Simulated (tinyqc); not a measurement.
Donors with valley-orbit split 1s states, step by step. Values are carried at full precision from step to step, so a last printed digit may differ when a step is redone from the rounded ones.

Each donor binds at most one electron, in any of its states. For a site s, W_s = sum over its states of g exp(E/kT), and the ionised share is 1/(1 + W_s exp(eta)), eta = (EF - Ec)/kT; n = Nc F_1/2(eta); neutrality n + NA = ND x (mean ionised share); holes are neglected. Nc from N = 2 (m kB T/(4 pi c))^(3/2) with c = hbar^2/2m0, in 1/angstrom^3; times 1e24 for 1/cm^3, m = md. F_j(eta) = (1/Gamma(j + 1)) integral_0^infinity x^j dx/(1 + exp(x - eta)), which tends to exp(eta) for eta << 0.

Constants: hbar^2/2m0 = 3.80998211 eV angstrom^2; kB = 8.617333262e-05 eV/K.

Values chosen for the exercise (near those of P in Si; the results hold for these values, not for the real material): md = 1.09 m0 (density-of-states mass of the conduction band); E = (45, 33.5, 31.7) meV (binding energies of 1s(A1), 1s(T2), 1s(E)); g = (2, 6, 4) (their degeneracies with spin); T = 300 K; ND = 4.9e+16 1/cm^3 (donors); NA = 1.4e+16 1/cm^3 (compensating acceptors, all ionised); mu0 = 61 cm^2/(V s) (mobility at heavy doping); mu1 = 1456 cm^2/(V s) (mobility at light doping and 300 K); Nr = 9.3e+16 1/cm^3 (reference doping); de = 0.72 (doping exponent); ga = 2.3 (temperature exponent).

## Partition sums of the neutral donor

Give each term g exp(E/kT), W_s, and the effective degeneracy W_s exp(-E_ground/kT).

Nc = 2.8557e+19 1/cm^3

terms: 1s(A1) 11.40, 1s(T2) 21.92, 1s(E) 13.63

W_s: donor 46.960

effective degeneracy: donor 8.237

The ground state alone would give 2 and all states together 12; here the excited states hold 76 % of the bound electrons.

## Neutrality

Solve for eta.

eta = -6.778
n = 3.25e+16 1/cm^3

ionised share: donor 0.949

n is 0.929 of ND - NA.

## Mobility and resistivity

Mobility (Caughey-Thomas form): mu = mu0 + (mu1 (T/300)^(-ga) - mu0)/(1 + ((ND + NA)/Nr)^de); rho = 1/(e n mu), e = 1.602176634e-19 C.

Compare with full ionisation, n = ND - NA.

mu = 855.7 cm^2/(V s)
rho = 0.224 ohm cm
rho at full ionisation = 0.208 ohm cm

Incomplete ionisation raises rho by a factor 1.08.

## Checks

- n at ND = 1e13 1/cm^3 against the root of n^2 = (Nc/W)(ND - n) (1/cm^3): both 1.000e+13.

tinyqc: `OMP_NUM_THREADS=1 python tinyqc.py 1682479 1682480 out.jsonl`; about 0.02 s, one thread, shared Intel(R) Xeon(R) Processor @ 2.30GHz.
